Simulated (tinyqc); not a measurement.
MOSFET in the linear regime without short-channel effects, parameter extraction from computed curves: extraction methods against the body factor.

Inversion charge Q = Cox n Vt W0(exp((Vg - VT)/(n Vt))), W0 the Lambert function and n = nf; u = Q/Cox; mobility mu = mu0/(1 + th1 u + th2 u^2); channel resistance Rch = (L - dL)/(W mu Q); Id = Vd/(Rch + Rsd/W). Cox = eps0 eox/tox. Small Vd, no channel-length or drain effects.

From the continuous curve Id(Vg): tangent at peak gm (V_ext = Vg - Id/gm); constant current Id = 0.1 uA W/L; peak of d2Id/dVg2; Y = Id/sqrt(gm) drawn through Vg = VT + 0.6 and VT + 0.8 V, with intercept VT_Y and slope s. Mobilities gm,max L/(W Cox Vd) and s^2 L/(W Cox Vd) with the drawn L. Last column: share of Rsd/W in the total resistance at VT + 0.8 V.

Inputs (values chosen for the exercise); channel values of the order met in silicon transistors: temperature T = 300 K; relative permittivity of the gate insulator (close to silicon nitride) eox = 7.36; insulator thickness tox = 4.5 nm; low-field mobility mu0 = 170 cm^2/(V s); first mobility attenuation factor th1 = 0.15 1/V; second mobility attenuation factor th2 = 0 1/V^2; threshold voltage VT = 0.51 V; gate width W = 10 um; drawn gate length L = 0.49 um; drawn less effective length dL = 0.006 um; source plus drain resistance Rsd = 180 ohm um; drain voltage Vd = 0.01 V.

Constants: q = 1.602176634e-19 C, kB = 1.380649e-23 J/K, Vt = kB T/q, eps0 = 8.8541878128e-14 F/cm where lengths are in cm. Results are converted to the units shown.

Extraction methods against the body factor:
columns A: nf; B: V_ext (V); C: constant current (V); D: second derivative (V); E: VT_Y (V); F: mobility from gm (cm^2/(V s)); G: mobility from Y (cm^2/(V s)); H: series share (%)
```
A        B      C      D      E    F    G     H
1    0.526  0.562  0.504  0.553  139  159  5.58
1.1  0.527  0.561  0.503  0.554  137  157  5.54
1.2  0.527  0.559  0.502  0.555  136  156  5.50
1.3  0.527  0.557  0.501  0.555  135  154  5.47
1.4  0.527  0.555  0.501  0.556  134  153  5.44
1.5  0.526  0.552  0.500  0.556  133  152  5.40
1.6  0.526  0.550  0.499  0.556  132  150  5.37
1.7  0.526  0.547  0.498  0.556  131  149  5.35
```

The model has VT = 0.51 V and mu0 = 170 cm^2/(V s). Over the table the extracted thresholds move by 1.2 mV (tangent), 15 mV (constant current), 5.5 mV (second derivative), 3.9 mV (Y function). The mobility from gm falls from 139 to 131 and that from Y falls from 159 to 149 cm^2/(V s).

tinyqc, about 0.01 s, one thread, Intel Xeon 2.30GHz (shared host): `OMP_NUM_THREADS=1 python tinyqc.py 2210126 2210127 out.jsonl`
